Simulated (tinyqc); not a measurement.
From results back to parameters: delta-doped layer in the Thomas-Fermi potential. Two cases, with inputs chosen for the exercise.

Problem. The depth of the well was computed from a hidden sheet density.

All donors ionised in the plane z = 0, zero temperature, energies from the Fermi level EF of the Thomas-Fermi model, which lies at the bulk band edge; c = hbar^2/2m0, q = e^2/(4 pi eps0). Layer in a (001) plane: two valleys with m_z = ml, m_d = mt (unprimed) and four with m_z = mt, m_d = sqrt(ml mt) (primed); m3 = (ml mt^2)^(1/3), gv = 6. With n = (gv/3 pi^2)(m3 (-V)/c)^(3/2) and V'' = -(4 pi q/eps) n for z > 0, the solution is V = -b/(|z| + z0)^4 with sqrt(b) = 20/K, K = (4 pi q/eps)(gv/3 pi^2)(m3/c)^(3/2), and z0^5 = 4b/(e F0), e F0 = 2 pi q N/eps; 1e13/cm^2 = 1e-3/angstrom^2. Exchange and correlation are left out.

Constants: hbar^2/2m0 = 3.80998211 eV angstrom^2; e^2/(4 pi eps0) = 14.39964547 eV angstrom.

Find: b; z0; N.

Method. b does not depend on N; z0 = (b/depth)^(1/4), e F0 = 4b/z0^5 and N = eps e F0/(2 pi q).

Case 1.

Values chosen (out of a larger set: near those of a delta-doped layer in Si; not measured data): ml = 0.914 m0 (longitudinal mass); mt = 0.191 m0 (transverse mass); eps = 12 (dielectric constant).

depth = 0.152630 eV

Solution.

b = 7.105e+04 eV angstrom^4
z0 = 26.12 angstrom
N = 3.10 x 1e13/cm^2

Case 2.

Values chosen (out of a larger set: near those of a delta-doped layer in Si; not measured data): ml = 0.904 m0 (longitudinal mass); mt = 0.193 m0 (transverse mass); eps = 11.8 (dielectric constant).

depth = 0.133228 eV

Solution.

b = 6.803e+04 eV angstrom^4
z0 = 26.73 angstrom
N = 2.60 x 1e13/cm^2

Computed by tinyqc, one run a case: `OMP_NUM_THREADS=1 python tinyqc.py N N+1 out.jsonl` with N = 1282758, 1282797; one thread of a shared Intel(R) Xeon(R) Processor @ 2.30GHz, about 0.3 s a run at most.
